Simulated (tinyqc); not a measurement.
A ladder of methods, and size consistency: correlation methods against full CI in the 6-311g basis, for H2, spin multiplicity 1. Computed by the program tinyqc with PySCF. All electrons correlated; +Q is the Davidson correction (1 - c0^2) E_corr. The last columns treat two copies 100 angstrom apart as one system. FCI is the lowest singlet.

Geometry (angstrom):

| atom | x | y | z |
|---|---|---|---|
| H | 0.0000 | 0.0000 | 0.0000 |
| H | 0.0000 | 0.0000 | 0.7430 |

RHF energy of one = -1.127947 hartree

Correlation energies (hartree):

| method | E_corr of one | share of FCI (%) | E_corr of two at 100 angstrom | two minus twice one (mhartree) |
|---|---|---|---|---|
| MP2 | -0.01791 | 70.121 | -0.03582 | 0.000 |
| CISD | -0.02554 | 100.000 | -0.05034 | 0.752 |
| CISD+Q | -0.02593 | 101.520 | -0.05179 | 0.072 |
| CCSD | -0.02554 | 100.000 | -0.05109 | 0.000 |
| CCSD(T) | -0.02554 | 100.000 | -0.05109 | 0.000 |
| FCI | -0.02554 | 100.000 | - | - |

What does the comparison show, and why?

MP2 recovers 70 %, CISD 100.0 % and CCSD 100.0 % of the FCI value (c0^2 = 0.985 in CISD). MP2 and coupled cluster are size consistent, so their last column vanishes; CISD loses 0.75 mhartree, since a double excitation on each copy is a quadruple of the pair, and the Davidson correction leaves +0.07. With two electrons, or one virtual orbital, CISD and CCSD are exact for one copy, so +Q overshoots there.
